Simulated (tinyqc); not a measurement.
# MOS capacitor on a p-type substrate, surface potential from the exact charge relation: effect of the fixed charge at the interface on threshold and swing

Uniform p-type substrate, Boltzmann statistics, full ionisation, classical densities. psi is the surface potential against the body (positive when the bands bend down) and u = psi/Vt. Traps are spread evenly over the gap and neutral at flat band, so their charge is -q Dit psi; the minority quasi-Fermi level is shifted by Vb.

ni = sqrt(Nc Nv) exp(-Eg/(2 Vt)), Eg in volts; phiF = Vt ln(N/ni); Cox = eps0 eox/tox; Vfb = phiM - chi - (Eg - Vt ln(Nv/N)) - q Nf/Cox; VT = Vfb + [(2 phiF + Vb)(1 + q Dit/Cox) + sqrt(2 eps0 eps_r q N (2 phiF + Vb))/Cox]. gamma = sqrt(2 eps0 eps_r q N)/Cox; Wm = sqrt(2 eps0 eps_r (2 phiF + Vb)/(q N)); m = 1 + (eps0 eps_r/Wm + q Dit)/Cox; swing m Vt ln 10; Cmin/Cox = 1/(1 + Cox Wm/(eps0 eps_r)).

Parameters, values chosen for the exercise; band and dielectric values close to those of silicon: temperature T = 273 K; band gap Eg = 1.12 eV; relative permittivity eps_r = 11.6; conduction-band density of states at T Nc = 2.45e19 cm^-3; valence-band density of states at T Nv = 2.34e19 cm^-3; electron affinity chi = 4.1 eV; acceptor density of the substrate N = 1.4e15 cm^-3; relative permittivity of the gate insulator (close to silicon nitride) eox = 7.45; insulator thickness tox = 29 nm; gate work function phiM = 4.13 eV; density of interface traps Dit = 1.9e12 cm^-2 eV^-1; reverse bias of the inversion layer against the body Vb = 0 V.

Constants: q = 1.602176634e-19 C, kB = 1.380649e-23 J/K, Vt = kB T/q, eps0 = 8.8541878128e-14 F/cm where lengths are in cm. Results are converted to the units shown.

The same in every row: 2 phiF (V) = 0.6614; gamma (V^0.5) = 0.09437; Wm (nm) = 778.3; m = 2.396; swing (mV/decade) = 129.8; Cmin/Cox = 0.05484.

Effect of the fixed charge at the interface on threshold and swing:

| Nf (cm^-2) | Vfb (V) | VT (V) |
|---|---|---|
| -4e11 | -0.5795 | 1.044 |
| -2e11 | -0.7204 | 0.9029 |
| 0 | -0.8612 | 0.7621 |
| 2e11 | -1.002 | 0.6212 |
| 4e11 | -1.143 | 0.4803 |
| 6e11 | -1.284 | 0.3394 |
| 8e11 | -1.425 | 0.1986 |

As Nf goes from -4e11 to 8e11, VT falls from 1.04 to 0.199 V, the swing stays at 130 mV/decade and Cmin/Cox stays at 0.0548. The whole change of VT is that of Vfb: the curve shifts rigidly.

tinyqc, about 0.01 s, one thread, Intel Xeon 2.30GHz (shared host): `OMP_NUM_THREADS=1 python tinyqc.py 2060131 2060132 out.jsonl`
